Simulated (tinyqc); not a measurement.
# Bulk resistivity and mean free path from two films

Problem. In the thick-film limit single-crystal films obey rho = rho0 (1 + 3 (1 - ps) lam/(8 d)). Find rho0, lam and the product rho0 lam.

Inputs (values chosen for the exercise):

| symbol | value | unit | meaning |
|---|---|---|---|
| ps | 0.2 |  | specular share of surface scattering |

rho at d = 75 and 350 nm (uohm cm): 1.9556680  1.7469289

Solution. rho is a straight line in 1/d: the intercept is rho0 and the slope (3/8)(1 - ps) rho0 lam. Without ps only the product (1 - ps) lam could be found.

rho0 = 1.690 uohm cm
lam = 39.30 nm
rho0 lam = 66.42 uohm cm nm

Computed by the program tinyqc: `OMP_NUM_THREADS=1 python tinyqc.py 2100120 2100121 out.jsonl`, one thread of a shared Intel Xeon 2.30GHz, about 0.01 s for the whole run.
